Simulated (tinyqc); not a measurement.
Longitudinal sound in a periodic multilayer: transfer matrices, stop bands and folded phonons: one step, computed by the program tinyqc.

Layers 1 and 2 repeat with period d = d_1 + d_2; waves travel normal to the layers, without loss. State vector (u, s): displacement u and stress divided by omega. Impedances Z = rho v are in 1e6 kg/(m^2 s).

Problem. Transfer matrix of one period. A layer maps (u, s) by [[cos p, sin p/Z], [-Z sin p, cos p]], p = 2 pi f d_i/v_i; one period is M = M_2 M_1, and cos(q d) = trace(M)/2.

Inputs (values chosen for the exercise, modelled on gallium arsenide (layer 1), aluminium arsenide (layer 2) and silica (substrate)): velocity v_1 = 4800 m/s; thickness d_1 = 191 nm; velocity v_2 = 5600 m/s; thickness d_2 = 228 nm; frequency f = 9.05 GHz.

Z_2 = 21.168

Z_1 = 25.536

Give: phase p_1; phase p_2; M; trace(M)/2.

Solution.

phase p_1 = 2.263 rad

phase p_2 = 2.315 rad

M:
$$\begin{pmatrix}
-0.2511 & -0.04260 \\
23.26 & -0.03730
\end{pmatrix}$$

trace(M)/2 = -0.1442

|trace/2| < 1: f lies in a pass band, with q d = 1.7155 rad (folded into 0 to pi).
